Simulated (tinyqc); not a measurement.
Gupta-type many-body potential for a metal: one step, computed by the program tinyqc.

E_i = sum_j A exp(-p (r_ij/r0 - 1)) - xi rho_i^gamma, with rho_i = sum_j exp(-2 q (r_ij/r0 - 1)); gamma = 1/2 is the tight-binding second-moment form. The crystal is fcc unless stated; d is the neighbour distance and a fixed number of shells is kept.

Task: Shell terms at equilibrium. fcc shells: d sqrt(k), k = 1..5, with 12, 6, 24, 12, 24 atoms; Omega = d^3/sqrt2. Repulsion and density of one neighbour in each shell, and their sums.

Inputs (values chosen for the exercise, modelled on nickel):
```
quantity,value,unit
repulsion A,0.0362,eV
decay p,17,-
decay q,1.19,-
reference distance r0,2.491,angstrom
shells kept,3,-
```

neighbour distance d = 2.503479 angstrom

Give: Shells; repulsive energy; density rho.

Result:

Shells:
```
shell,count,r (angstrom),repulsion (eV),density
1,12,2.503,3.324e-02,0.9881
2,6,3.540,2.807e-05,0.3669
3,24,4.336,1.230e-07,0.1715
```

repulsive energy = 0.3991 eV

density rho = 18.18
